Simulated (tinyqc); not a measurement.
Anisotropic wet etching of Si(100): plane rates, V-grooves, membranes and undercut: one step, computed by the program tinyqc.

A long slot opens the mask on a (100) wafer. The floor etches at R100; (111) walls stand at theta = arctan(sqrt2) = 54.7356 degrees to the surface and recede at R111 along their normal.

Question. Shape after the time t. A misaligned edge exposes ledges and adds R100 sin(misalignment) to the lateral rate (a simple estimate): u = R111/sin(theta) + R100 sin(misalignment). Top width W = w + 2 u t; floor width b = W - 2 z/tan(theta) = W - sqrt2 z. The floor lasts until b = 0, at t_V = w/(sqrt2 R100 - 2u); depth z = R100 t before t_V and W/sqrt2 after.

Inputs (values chosen for the exercise, close to those used for tetramethylammonium hydroxide solutions): bath temperature T = 55 C; width w (mask opening along <110>, or membrane width in the design step) = 85 um; misalignment of the mask = 0.5 degrees; etch time t = 18 min.

R100 = 0.1324544 um/min

R111 = 0.002452801 um/min

Give: lateral rate u; time t_V to close the V; top width W; depth z; floor width b.

Answer.

lateral rate u = 0.004160 um/min

time t_V to close the V = 474.9 min

top width W = 85.15 um

depth z = 2.384 um

floor width b = 81.78 um

The floor remains; undercut per side is 0.0749 um, 3.14 % of the depth.
